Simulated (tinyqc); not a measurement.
Quarter-wave Bragg mirror and the threshold of a vertical cavity: two steps of the calculation.

N pairs of lossless layers, each a quarter wave thick at lam, in the order nL, nH from the incident medium n0 to the exit medium ns; normal incidence, no dispersion. At wavelength lam + dw each layer has the phase d = (pi/2) lam/(lam + dw) and the matrix [[cos d, i sin d/n], [i n sin d, cos d]].

Values chosen for this exercise; indices close to those of GaAs and AlAs:

| symbol | value | unit | meaning |
|---|---|---|---|
| lam | 980 | nm | design wavelength |
| nH | 3.525 |  | high index |
| nL | 2.977 |  | low index |
| n0 | 3.515 |  | index of the incident medium |
| ns | 1 |  | index of the exit medium |
| dw | -18 | nm | detuning of the light |

Task 1. Matrix of one pair. The product of the two layer matrices in the order met by the light.

Give: M of one pair.

Result 1.

M of one pair:

|  | 1 | 2 |
|---|---|---|
| 1 | -1.182+0.000i | 0.000-0.018i |
| 2 | 0.000-0.191i | -0.843+0.000i |

Task 2. Reflection at the detuned wavelength. B = M11 + M12 ns, C = M21 + M22 ns; r = (n0 B - C)/(n0 B + C), T = 4 n0 ns/|n0 B + C|^2, R = |r|^2 = 1 - T.

M:

|  | 1 | 2 |
|---|---|---|
| 1 | 24.54045685+0.00000000i | 0.00000000+1.35660605i |
| 2 | 0.00000000+14.23612216i | -0.74622936+0.00000000i |

Find: r; T; phase of r against its value at dw = 0.

Result 2.

r = 0.9461-0.3210i
T = 0.1832 %
phase of r against its value at dw = 0 = -0.3271 rad

T is 1.39 times its value at the design wavelength.

Numbers from tinyqc (`OMP_NUM_THREADS=1 python tinyqc.py 2650118 2650119 out.jsonl`; about 0.01 s on one thread of a shared Intel Xeon 2.30GHz).
